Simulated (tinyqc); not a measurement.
Cluster expansion of a binary alloy: correlations, fit, cross-validation and ground states: one step, computed by the program tinyqc.

s = +1 for A and -1 for B. Energy per site E = J0 + J1 P(point) + sum over clusters of m V P, with P the mean product of spins; V > 0 on a pair favours unlike neighbours. Clusters per site m: pair 1 2, pair 2 2, pair 3 2, triplet 4; the triplet is two first-neighbour bonds at a right angle. Formation energies are counted from the line between pure A and pure B, which removes J0 and J1.

Problem. The random alloy and its short-range order. Random alloy: P(pair) = p^2, P(triplet) = p^3, p = 1 - 2x, so H_mix = (p^2 - 1) sum m V(pairs) + (p^3 - p) m Vt; G_mix = H_mix + k_B T [x ln x + (1 - x) ln(1 - x)]. To first order in 1/T the Warren-Cowley parameter of shell 1 is alpha_1 = -(1 - p^2) V_eff/(k_B T), V_eff = V1 + (number of triplets on a first-neighbour bond) p Vt, that number being 4.

Inputs (values chosen for the exercise, for a model alloy): first-pair interaction V1 = -7.93 meV; second-pair interaction V2 = -1.3 meV; third-pair interaction V3 = 0.25 meV; triplet interaction Vt = -2 meV; temperature T = 670 K; fraction x of B = 0.65.

Lattice: square.

Constants: k_B = 8.617333262e-05 eV/K.

Give: mixing enthalpy H_mix; mixing free energy G_mix; alpha_1.

Solution.

mixing enthalpy H_mix = 14.1596 meV/site

mixing free energy G_mix = -23.22 meV/site

alpha_1 = 0.08716

alpha_1 > 0: like neighbours cluster.
